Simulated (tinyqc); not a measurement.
What each parameter of the potential does: deformation potentials from a strained empirical pseudopotential.

Diamond lattice, no spin-orbit coupling. Atomic form factor V(q) = a1 (q^2 - a2)/(a3 exp(a4 q^2) - 1) in rydberg with q in 1/bohr, for the unstrained cell. Under a strain e the reciprocal vectors and k go over into (1 + e)^(-1) G, the atoms sit at +/- tau with tau = (1 + e) a (1,1,1)/8 - zeta a (eyz, ezx, exy)/4, and H(G,G') = c |k + G|^2 delta + (V(q)/det(1 + e)) cos(q.tau), q = G - G', with the term q = 0 left out; c = hbar^2/2m0. The basis is fixed before straining: all G with |k + G|^2 up to 16 (2 pi/a)^2. k is given in units of 2 pi/a of the unstrained cell.

Constants: hbar^2/2m0 = 3.80998211 eV angstrom^2; Ry = 13.60569312 eV; a0 (Bohr radius) = 0.5291772105 angstrom.

Values chosen for the exercise (near those of Si; the results hold for these values, not for the real material):
```
symbol  value  unit      meaning
a       5.438  angstrom  lattice constant
a1      0.54
a2      2.201
a3      2.063
a4      0.483
kD      0.82   2 pi/a    position of the Delta minimum
```

Gaps from the valence top to level 8 at Gamma and level 5 at (kD,0,0) and L, and their deformation potentials [E(+h) - E(-h)]/(3 ln((1 + h)/(1 - h))) for e = +/- h 1, h = 0.002. The row for the lattice constant keeps V(q) without the volume factor, so it is not a strain. Each row changes one parameter from the base and keeps the others.

Results:
```
case                Gamma (eV)  Delta (eV)  L (eV)  potential Gamma (eV)  potential Delta (eV)  potential L (eV)
base                     4.134       1.294   2.109                 -9.07                  2.50             -2.05
a = 5.492 angstrom       3.995       1.583   2.208                 -9.36                  2.17             -2.25
a1 = 0.535               4.091       1.226   2.058                 -8.99                  2.51             -2.03
a2 = 2.223               4.015       1.369   2.105                 -9.14                  2.44             -2.09
a3 = 2.084               4.085       1.198   2.042                 -8.97                  2.49             -2.04
a4 = 0.478               4.229       1.383   2.186                 -9.24                  2.42             -2.13
```

The largest shifts from the base row, up to three for each result and ties (the steps differ in size, so this ranks the rows, not the parameters). Gamma (eV): a -0.139, a2 -0.119, a4 +0.096. Delta (eV): a +0.289, a3 -0.096, a4 +0.089. L (eV): a +0.099, a4 +0.078, a3 -0.067. potential Gamma (eV): a -0.29, a4 -0.17, a3 +0.09. potential Delta (eV): a -0.32, a4 -0.08, a2 -0.06. potential L (eV): a -0.20, a4 -0.08, a2 -0.04.

Program tinyqc; command `OMP_NUM_THREADS=1 python tinyqc.py 1850319 1850320 out.jsonl`; about 0.2 s on one thread of a shared Intel(R) Xeon(R) Processor @ 2.30GHz.
